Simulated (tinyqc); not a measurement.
Mobility and doping from two currents.

Problem. A trap-free film with injecting contacts is fitted, with diffusion neglected, by J = q mu N V/Lf + (9/8) eps0 eps_r mu V^2/Lf^3. Find mu, N and the voltage at which both terms are equal.

Parameters, values chosen for the exercise:
```
symbol  value  unit                meaning
eps_r    11.6        relative permittivity
Lf        330    nm         film thickness
```

Constants: q = 1.602176634e-19 C, eps0 = 8.8541878128e-14 F/cm where lengths are in cm. Results are converted to the units shown.

J at 3.2 and 16 V (A/cm^2): [4.6278618, 60.014595]

Solution. J/V is a straight line in V: the slope gives mu and the intercept mu N.

mu = 0.005600 cm^2/(V s)
N = 3.200e16 cm^-3
crossover voltage = 4.832 V

Program tinyqc, `OMP_NUM_THREADS=1 python tinyqc.py 2730037 2730038 out.jsonl`; Intel Xeon 2.30GHz, shared host, one thread, about 3 s.
